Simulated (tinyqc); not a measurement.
Off-state leakage of single and stacked transistors: two steps of the calculation.

n-channel devices of unit width. Subthreshold current I(Vg, Vs, Vd) = I0 (T/300 K)^0.5 exp[(Vg - Vs - VT(T) - gb (Vs - Vb) + dd (Vd - Vs))/(nf Vt)] (1 - exp(-(Vd - Vs)/Vt)), VT(T) = VT - cT (T - 300 K). Gate-edge tunnelling Ig (Vd/1 V) exp(ag (Vd - 1 V)), for a gate at 0 V, and band-to-band leakage Ab u exp(-Bb/u), u = Vd - Vb + 1 V, flow at a drain held at V; both are taken as independent of T. In a stack of off transistors (all gates at 0 V) the same subthreshold current passes through each.

Values chosen for this exercise; values of the order met in bulk silicon logic transistors:
```
symbol,value,unit,meaning
T,300,K,temperature
V,1,V,supply voltage
VT,0.38,V,"threshold at 300 K, zero drain and body bias"
cT,0.6,mV/K,fall of the threshold with temperature
I0,0.16,uA/um,current at threshold at 300 K
nf,1.23,,slope factor
dd,0.04,,drain-induced lowering per volt
gb,0.21,,rise of the threshold per volt of source-body bias
Ig,6e-6,uA/um,gate-edge tunnelling current at 1 V
ag,4.8,1/V,exponential slope of the gate current
Ab,20,uA/(um V),prefactor of band-to-band leakage at the drain
Bb,27,V,its exponential voltage
Vb,-0.3,V,body voltage
```

Constants: q = 1.602176634e-19 C, kB = 1.380649e-23 J/K, Vt = kB T/q. Results are converted to the units shown.

Problem 1. Leakage of one transistor. Vg = Vs = 0, Vd = V; effective threshold VT(T) - gb Vb - dd V.

Give: effective threshold; parts; total; shares.

Solution 1.

effective threshold = 0.40300 V
parts (nA/um): subthreshold 5.0115e-4, gate edge 0.0060000, band-to-band 0.36688
total = 0.37338 nA/um
shares (%): subthreshold 0.13422, gate edge 1.6070, band-to-band 98.259

The band-to-band part is the largest.

Problem 2. New Vx. Stack of two, Vx the node between them: I_low = I(0, 0, Vx), I_up = I(0, Vx, V), f = ln(I_up/I_low), f' = -(1 + gb + 2 dd)/(nf Vt) - 1/(Vt (exp(Vx/Vt) - 1)) - 1/(Vt (exp((V - Vx)/Vt) - 1)), Vx(new) = Vx - f/f'.

Vx at the start = 0.031 V

Find: I_low; I_up; f; f'; Vx after iteration 1.

Solution 2.

I_low = 1.035e-4 nA/um
I_up = 1.482e-4 nA/um
f = 0.3591
f' = -57.26 1/V
Vx after iteration 1 = 0.03727 V

Program tinyqc, `OMP_NUM_THREADS=1 python tinyqc.py 2242195 2242196 out.jsonl`; Intel Xeon 2.30GHz, shared host, one thread, about 0.04 s.
